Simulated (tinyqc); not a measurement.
Inside a calculation. Model: p-type polysilicon, carrier trapping at grain boundaries.

Program tinyqc, `OMP_NUM_THREADS=1 python tinyqc.py 2830119 2830120 out.jsonl`; Intel Xeon 2.30GHz, shared host, one thread, about 0.01 s. Printed values are rounded.

One-dimensional grains of size Lg, uniform ionised doping N, monovalent traps Qt at each boundary at a depth Et below (for electrons) or above (for holes) the band edge there, abrupt depletion of width W on each side of a boundary, Boltzmann statistics. xi is the distance from the band edge at the grain centre to the Fermi level. Trapped charge Qt/(1 + exp((xi + VB - Et)/Vt)) = 2 N W, barrier VB = q N W^2/(2 eps0 eps_r).

Inputs (values chosen for the exercise); values of the order met in polycrystalline silicon: temperature T = 300 K; relative permittivity eps_r = 11.7; valence-band density of states at T NB = 2.65e19 cm^-3; grain size Lg = 40 nm; trap density of a grain boundary Qt = 2.1e12 cm^-2; depth of the trap level from the majority band edge at the boundary Et = 0.42 eV; mass for thermionic emission ms = 0.58 m0; correction factor of the emission rate fe = 0.5; doping N = 2e17 cm^-3.

Constants: q = 1.602176634e-19 C, kB = 1.380649e-23 J/K, m0 = 9.1093837015e-31 kg, Vt = kB T/q, eps0 = 8.8541878128e-14 F/cm where lengths are in cm. Results are converted to the units shown.

## Depletion width, Fermi level and barrier

If the trap equation with xi = Vt ln(NB/N) has a root W < Lg/2, the grain is partly depleted; otherwise W = Lg/2 and the trap equation gives xi = Et - VB + Vt ln(Qt/(N Lg) - 1). N* = Qt/Lg.

N* = 5.25e17 cm^-3
W = 20 nm
xi = 0.3706877 V
VB = 0.06186369 V
share of traps filled = 0.3809524

N is 0.381 N*, and the grain is fully depleted; VB = 2.39 Vt.

## Resistivity and effective mobility

n0 = NB exp(-xi/Vt); mean density n0 (1 - 2 W/Lg) by charge balance in a partly depleted grain, and n0 (sqrt(pi)/2) erf(u)/u with u = sqrt(VB/Vt) in a fully depleted one; v = sqrt(kB T/(2 pi ms m0)); barrier resistivity Vt exp(VB/Vt)/(q fe n0 v Lg); grain resistivity (1 - 2 W/Lg)/(q n0 mug); effective mobility 1/(q mean density total resistivity).

n0 = 1.570244e13 cm^-3
mean density = 8.737722e12 cm^-3
v = 3.532270e6 cm/s
barrier resistivity = 15921.97 ohm cm
grain resistivity = 0.000000 ohm cm
resistivity = 15921.97 ohm cm
effective mobility = 44.86364 cm^2/(V s)

The resistivity is 47400 times that of a single crystal with the same N and mobility mug, and the mean density is 0.00437 % of N.
